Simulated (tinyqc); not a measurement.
Energy and lattice constant: complex band structure along [001] in sp3s* tight binding.

For k = (0, 0, kz) the phase sums are g0 = cos(phi) and g3 = i sin(phi), phi = kz a/4, and the s, pz, s* orbitals of anion (a) and cation (c) decouple from px, py. With z = exp(i phi), H(z) = H0 + z T + T^T/z for any complex z. H0 is diagonal (Esa, Epa, Exa, Esc, Epc, Exc). The anion-cation block is B(z) = z U + W/z and the cation-anion block z W^T + U^T/z, where U has Vss/2 (s,s), Vsapc/2 (s,z), -Vscpa/2 (z,s), Vxx/2 (z,z), Vxapc/2 (s*,z), -Vpaxc/2 (z,s*), and W has the same values with the s-z and s*-z signs reversed. |z| = 1 is a band state, |z| < 1 decays along [001] as exp(-kappa d) over a distance d, kappa = -(4/a) ln|z|. No spin-orbit coupling.

Parameters, chosen for this exercise (out of a larger set: near a published set for Ge, fitted to gaps, whose masses and valley positions are rough (light masses up to twice too heavy); not measured data):
```
symbol  value                                                                                           unit      meaning
p       (-5.914, 1.612, -5.914, 1.612, 6.406, 6.406, -6.808, 1.621, 4.922, 5.489, 5.489, 5.184, 5.184)  eV        order Esa, Epa, Esc, Epc, Exa, Exc, Vss, Vxx, Vxy, Vsapc, Vscpa, Vxapc, Vpaxc
a       5.663                                                                                           angstrom  lattice constant
dE      0.66                                                                                            eV        E - Ev
```

The slowest root of the s-pz block and the heavy-hole branch, sinh^2(kappa a/4) = ((E - Epa)(E - Epc) - Vxx^2)/(Vxx^2 - Vxy^2), at E = Ev + dE with Ev the lower root of [[Epa, Vxx], [Vxx, Epc]]; the couplings are kept when a changes.

One parameter was then changed.

Results before and after:
```
case     slowest kappa (1/angstrom)  heavy-hole kappa (1/angstrom)
base                         0.0526                         0.1959
changed                      0.0505                         0.1990
```

Which of these changes was made? (a) dE = 0.69 eV; (b) a = 5.833 angstrom.
Answer: (a) dE = 0.69 eV. Of the candidates, run in turn, only this one gives the changed row.

All candidates:
```
case                slowest kappa (1/angstrom)  heavy-hole kappa (1/angstrom)
base                                    0.0526                         0.1959
dE = 0.69 eV                            0.0505                         0.1990
a = 5.833 angstrom                      0.0510                         0.1902
```

With the couplings fixed, kappa a stays, so kappa scales as 1/a.

tinyqc: `OMP_NUM_THREADS=1 python tinyqc.py 1481593 1481594 out.jsonl`; about 0.01 s, one thread, shared Intel(R) Xeon(R) Processor @ 2.30GHz.
